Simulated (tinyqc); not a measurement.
# MOS capacitor on a p-type substrate, surface potential from the exact charge relation: several studies

Uniform p-type substrate, Boltzmann statistics, full ionisation, classical densities. psi is the surface potential against the body (positive when the bands bend down) and u = psi/Vt. Traps are spread evenly over the gap and neutral at flat band, so their charge is -q Dit psi; the minority quasi-Fermi level is shifted by Vb.

Parameters, values chosen for the exercise; band and dielectric values close to those of silicon:
```
symbol,value,unit,meaning
T,325,K,temperature
Eg,1.13,eV,band gap
eps_r,11.6,,relative permittivity
Nc,3.2e19,cm^-3,conduction-band density of states at T
Nv,2.97e19,cm^-3,valence-band density of states at T
chi,4.05,eV,electron affinity
N,2.9e17,cm^-3,acceptor density of the substrate
eox,3.9,,relative permittivity of the gate insulator (close to silicon dioxide)
tox,2.7,nm,insulator thickness
phiM,4.61,eV,gate work function
Nf,0,cm^-2,"fixed charge at the interface, in units of q"
Dit,0,cm^-2 eV^-1,density of interface traps
Vb,0,V,reverse bias of the inversion layer against the body
```

Constants: q = 1.602176634e-19 C, kB = 1.380649e-23 J/K, Vt = kB T/q, eps0 = 8.8541878128e-14 F/cm where lengths are in cm. Results are converted to the units shown.

Each table varies one quantity; the others keep the values above.

## Capacitance-voltage curves

ni = sqrt(Nc Nv) exp(-Eg/(2 Vt)), Eg in volts; phiF = Vt ln(N/ni); Cox = eps0 eox/tox; Vfb = phiM - chi - (Eg - Vt ln(Nv/N)) - q Nf/Cox; Q0 = sqrt(2 eps0 eps_r q N Vt); r = (ni/N)^2 exp(-Vb/Vt); VT = Vfb + [(2 phiF + Vb)(1 + q Dit/Cox) + sqrt(2 eps0 eps_r q N (2 phiF + Vb))/Cox]. u = psi/Vt; F^2 = exp(-u) + u - 1 + r (exp(u) - u - 1); Qs = -sign(u) Q0 F; Cs = -dQs/dpsi = (Q0/Vt) |1 - exp(-u) + r (exp(u) - 1)|/(2 F). psi solves Vg = Vfb + psi + (q Dit psi - Qs)/Cox. Low frequency: 1/C_LF = 1/Cox + 1/(Cs + q Dit). High frequency, in the simple estimate in which traps and minority carriers do not follow: 1/C_HF = 1/Cox + 1/Cd, Cd being Cs with r = 0 at the same psi. Deep depletion: r = 0 and Dit = 0 both in the equation for psi and in Cs. Minority sheet density N_inv = (Q0/(2 q)) int_0^u r (exp(t) - 1)/F(t) dt for u > 0. N_inv under 1 cm^-2 is printed as 0. Regimes: accumulation when majority carriers gather, then depletion up to |psi| = phiF + Vb, weak inversion up to 2 phiF + Vb, strong inversion beyond.

Capacitance-voltage curves:

| Vg (V) | psi (V) | C_LF/Cox | C_HF/Cox | C_deep/Cox | N_inv (cm^-2) | regime |
|---|---|---|---|---|---|---|
| -1.33 | -0.1624 | 0.9297 | 0.9297 | 0.9297 | 0 | accumulation |
| -1.07 | -0.1408 | 0.9003 | 0.9003 | 0.9003 | 0 | accumulation |
| -0.82 | -0.1093 | 0.8399 | 0.8399 | 0.8399 | 0 | accumulation |
| -0.56 | -0.04920 | 0.6650 | 0.6650 | 0.6650 | 0 | accumulation |
| -0.3 | 0.08298 | 0.3253 | 0.3253 | 0.3253 | 0 | depletion |
| -0.04 | 0.2793 | 0.1942 | 0.1942 | 0.1942 | 41.80 | depletion |
| 0.21 | 0.4867 | 0.1513 | 0.1513 | 0.1513 | 4.935e4 | weak inversion |
| 0.47 | 0.7107 | 0.1279 | 0.1275 | 0.1275 | 1.190e8 | weak inversion |
| 0.73 | 0.9204 | 0.4621 | 0.1134 | 0.1123 | 1.763e11 | strong inversion |
| 0.99 | 0.9924 | 0.8483 | 0.1095 | 0.1015 | 1.623e12 | strong inversion |
| 1.24 | 1.021 | 0.9111 | 0.1081 | 0.09355 | 3.378e12 | strong inversion |

Read the table: what changes, and by how much?

C_LF/Cox is lowest, 0.128, at Vg = 0.47 V (weak inversion) among the rows listed and is 0.911 in the last row, where C_HF/Cox is 0.108 and the deep-depletion value 0.0935. Vfb = -0.440 V, where C_HF/Cox = 0.505 (Cox in series with eps0 eps_r/LD), and VT = 0.653 V. Over the last two rows psi moves by only 0.11 V a volt of gate bias, since the inversion charge screens the body. In strong accumulation and inversion degeneracy and confinement, left out here, lower the capacitance.

## Effect of the fixed charge at the interface on threshold and swing

ni = sqrt(Nc Nv) exp(-Eg/(2 Vt)), Eg in volts; phiF = Vt ln(N/ni); Cox = eps0 eox/tox; Vfb = phiM - chi - (Eg - Vt ln(Nv/N)) - q Nf/Cox; VT = Vfb + [(2 phiF + Vb)(1 + q Dit/Cox) + sqrt(2 eps0 eps_r q N (2 phiF + Vb))/Cox]. gamma = sqrt(2 eps0 eps_r q N)/Cox; Wm = sqrt(2 eps0 eps_r (2 phiF + Vb)/(q N)); m = 1 + (eps0 eps_r/Wm + q Dit)/Cox; swing m Vt ln 10; Cmin/Cox = 1/(1 + Cox Wm/(eps0 eps_r)).

The same in every row: 2 phiF (V) = 0.8686; gamma (V^0.5) = 0.2416; Wm (nm) = 61.97; m = 1.130; swing (mV/decade) = 72.84; Cmin/Cox = 0.1147.

Effect of the fixed charge at the interface on threshold and swing:

| Nf (cm^-2) | Vfb (V) | VT (V) |
|---|---|---|
| -4e11 | -0.3902 | 0.7035 |
| -2e11 | -0.4153 | 0.6785 |
| 0 | -0.4404 | 0.6534 |
| 2e11 | -0.4654 | 0.6283 |
| 4e11 | -0.4905 | 0.6033 |
| 6e11 | -0.5155 | 0.5782 |
| 8e11 | -0.5406 | 0.5532 |

As Nf goes from -4e11 to 8e11, VT falls from 0.704 to 0.553 V, the swing stays at 72.8 mV/decade and Cmin/Cox stays at 0.115. The whole change of VT is that of Vfb: the curve shifts rigidly.

## Effect of the acceptor density of the substrate on threshold and swing

Same model as above.

Effect of the acceptor density of the substrate on threshold and swing:

| N (cm^-3) | Vfb (V) | 2 phiF (V) | gamma (V^0.5) | VT (V) | Wm (nm) | m | swing (mV/decade) | Cmin/Cox |
|---|---|---|---|---|---|---|---|---|
| 1e15 | -0.28157 | 0.55104 | 0.014185 | 0.28001 | 840.53 | 1.0096 | 65.103 | 0.0094639 |
| 3.4e15 | -0.31584 | 0.61959 | 0.026156 | 0.32434 | 483.37 | 1.0166 | 65.558 | 0.016343 |
| 1.1e16 | -0.34872 | 0.68535 | 0.047046 | 0.37558 | 282.63 | 1.0284 | 66.319 | 0.027629 |
| 3.8e16 | -0.38344 | 0.75479 | 0.087441 | 0.44732 | 159.58 | 1.0503 | 67.732 | 0.047912 |
| 1.3e17 | -0.41789 | 0.82369 | 0.16173 | 0.55258 | 90.131 | 1.0891 | 70.233 | 0.081812 |
| 4.4e17 | -0.45203 | 0.89198 | 0.29754 | 0.72096 | 50.982 | 1.1575 | 74.645 | 0.13609 |
| 1.5e18 | -0.48638 | 0.96068 | 0.54938 | 1.0128 | 28.655 | 1.2803 | 82.560 | 0.21890 |
| 5e18 | -0.52010 | 1.0281 | 1.0030 | 1.5250 | 16.237 | 1.4946 | 96.383 | 0.33093 |

What does the comparison show?

As N goes from 1e15 to 5e18, VT rises from 0.280 to 1.53 V, the swing rises from 65.1 to 96.4 mV/decade and Cmin/Cox rises from 0.00946 to 0.331. Of the change of VT by 1.25 V, -0.239 V comes from Vfb and 1.48 V from the band bending and the charge it takes. gamma goes as N^(0.50) and Wm as N^(-0.46); phiF, which grows slowly with N, keeps the latter from -1/2.

tinyqc, about 0.01 s, one thread, Intel Xeon 2.30GHz (shared host): `OMP_NUM_THREADS=1 python tinyqc.py 2060069 2060070 out.jsonl`
